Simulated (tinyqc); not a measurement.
Inside a calculation. Model: shallow acceptor in the spherical model (Baldereschi-Lipari), strong spin-orbit limit. Computed by tinyqc, a small Python program that keeps every step. Command: `OMP_NUM_THREADS=1 python tinyqc.py 3027636 3027637 out.jsonl acceptor walk`. One thread of a shared host (Intel(R) Xeon(R) Processor @ 2.30GHz), about 0.01 s of CPU time with the checks. Intermediate numbers are printed to about 5 digits and carried at full precision; extremes and crossings named in words are read from the listed rows.

The 1S(3/2) state has an s envelope f(r) and a d envelope g(r). In effective units they obey -(f'' + 2f'/r + 2f/r) + mu (g'' + 5g'/r + 3g/r^2) = E f and -(g'' + 2g'/r - 6g/r^2 + 2g/r) + mu (f'' - f'/r) = E g. The cubic term, the split-off band and the central cell are left out.

Inputs (values chosen for the exercise, modelled on CdTe):
```
quantity                  value  unit
Luttinger gamma_1          4.17     -
Luttinger gamma_2          1.07     -
Luttinger gamma_3          1.64     -
dielectric constant eps    10.2     -
functions per channel n       2     -
smallest exponent zeta_1   0.94  1/a*
ratio beta of exponents     2.3     -
```

Constants: Ry = 13.605693123 eV; a_0 = 0.529177210903 angstrom.

## Effective units and couplings

Ry* = Ry/(gamma_1 eps^2), a* = a_0 eps gamma_1, mu = (6 gamma_3 + 4 gamma_2)/(5 gamma_1), delta = (gamma_3 - gamma_2)/gamma_1; spherical masses 1/(gamma_1 (1 - mu)) (heavy) and 1/(gamma_1 (1 + mu)) (light).

Ry* = 31.361 meV

a* = 22.508 angstrom

mu = 0.67722

delta = 0.13669

heavy-hole mass = 0.74294 m_0

light-hole mass = 0.14298 m_0

## Matrices in a small basis

zeta_i = zeta_1 beta^(i-1), i = 1..n, in both channels. Basis: f_i = exp(-zeta_i r), g_i = r exp(-zeta_i r), weight r^2 dr, s = zeta_i + zeta_j. S_ff = 2/s^3, H_ff = zeta_i zeta_j S_ff - 2/s^2; S_gg = 24/s^5, H_gg = 8/s^3 + 24 zeta_i zeta_j/s^5 - 12/s^4; H(f_i, g_j) = mu (6 zeta_i^2/s^4 + 2 zeta_i/s^3); S_fg = 0. Each function is normalised by sqrt(S_ii).

H (Ry*):
```
          f1        f2       g1      g2
f1   -0.9964  -0.83063  0.86370  1.1779
f2  -0.83063  0.350244   1.9071  4.5690
g1   0.86370    1.9071   1.1217  2.4198
g2    1.1779    4.5690   2.4198  8.7446
```

S:
```
        f1      f2      g1      g2
f1  1.0000  0.7765  0.0000  0.0000
f2  0.7765  1.0000  0.0000  0.0000
g1  0.0000  0.0000  1.0000  0.6560
g2  0.0000  0.0000  0.6560  1.0000
```

## Lowest level in the small basis

H c = E S c with c^T S c = 1 and the largest component positive; the d weight is the part of the norm in g.

E = -1.7370 Ry*

coefficients: f1 0.15341, f2 0.76983, g1 -0.20902, g2 -0.28184

d weight = 0.20041

## Converged levels

Large basis: zeta_i = 0.08 x 1.55^(i-1), i = 1..20 in each channel; overlap eigenvalues below 1e-11 are dropped. Binding energies are -E Ry*; the mass that fits is E(1S) eps^2/Ry.

1S(3/2) binding in Ry* = 1.7561

1S(3/2) binding energy = 55.071 meV

2S(3/2) binding energy = 15.979 meV

d weight of 1S(3/2) = 0.20785

Hydrogenic mass that fits = 0.42112 m_0

The small basis recovers 98.9 % of the binding. The ratio 2S/1S is 0.290 against the hydrogenic 0.25. The fitted mass is 57 % of the heavy-hole mass.

## One mass for the acceptor?

Hydrogenic binding Ry m/eps^2; the density-of-states mass is (m_H^(3/2) + m_L^(3/2))^(2/3); errors are against the large basis.

1S binding energy:
```
mass                     value (m_0)  binding (meV)  error (%)
light hole                   0.14298          18.70    -66.048
1/gamma_1                    0.23981          31.36    -43.055
mean of heavy and light      0.44296          57.93      5.186
heavy hole                   0.74294          97.16     76.420
density of states            0.78419         102.55     86.215
```

The coupled result, 55.07 meV, lies between the 1/gamma_1 value (no coupling) and the heavy-hole value; the closest single rule here is "mean of heavy and light", off by +5.2 %.

## Binding against mu

The formulas are those given above.

1S(3/2):
```
mu    binding (Ry*)  d weight  binding x (1 - mu)
0.10         1.0091   0.00424             0.90817
0.20         1.0374   0.01702             0.82994
0.41         1.1812   0.07292             0.69690
0.50         1.2985   0.10979             0.64927
0.68         1.7676   0.20968             0.56563
0.80         2.5802   0.29828             0.51604
0.90         4.7683   0.38818             0.47683
0.95         9.1447   0.44002             0.45723
```

The binding grows from 1.009 to 9.14 Ry*, slowly at first (second order in mu), while the d weight rises to 0.44. The last column, the binding in units of the heavy-hole Rydberg, falls to 0.457, towards about 0.44 as mu tends to 1.

Checks made by the program: mu = 0 against hydrogen, 1 and 1/4 (relative difference 4e-06); the coupling element from the adjoint operator (relative difference below 1e-10).
